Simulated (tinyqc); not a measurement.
Thin-body transistor below threshold, two-dimensional Poisson equation on a small mesh: one step of the calculation.

A thin body on a thick buried insulator of low permittivity, taken as carrying no normal field at the bottom of the body (row 0). Mobile charge is neglected (subthreshold), the body is fully depleted, and potentials are counted from the intrinsic level; rows run upward to the gate, columns from source to drain.

Task. Over-relaxation sweep (omega = 1.45). Free nodes: rows 0..2, columns 1..3, taken row by row from row 0, left to right. t = (up psi(above) + dn psi(below) + lat [psi(left) + psi(right)] + s)/(up + dn + 2 lat), with the newest neighbours; psi(new) = psi + 1.45 (t - psi).

psi at the start (fixed values on the edges, free nodes at zero) (V):
```
             j=0        j=1        j=2        j=3        j=4
row 0  0.6000000  0.0000000  0.0000000  0.0000000  1.1000000
row 1  0.6000000  0.0000000  0.0000000  0.0000000  1.1000000
row 2  0.6000000  0.0000000  0.0000000  0.0000000  1.1000000
row 3  0.0000000  0.0000000  0.0000000  0.0000000  0.0000000
```

```
row         up         dn    lat        s (V)
0    31.733333          0  1.428  -0.17642750
1    31.733333  31.733333  2.856  -0.35285500
2    8.4782609  31.733333  2.325  -0.17642750
```

Find: psi after iteration 1.

Result.

psi after iteration 1 (V):
```
         j=0    j=1     j=2    j=3    j=4
row 0  0.600  0.029  -0.006  0.058  1.100
row 1  0.600  0.047  -0.008  0.097  1.100
row 2  0.600  0.088  -0.008  0.175  1.100
row 3  0.000  0.000   0.000  0.000  0.000
```

tinyqc, about 0.1 s, one thread, Intel Xeon 2.30GHz (shared host): `OMP_NUM_THREADS=1 python tinyqc.py 2480146 2480147 out.jsonl`
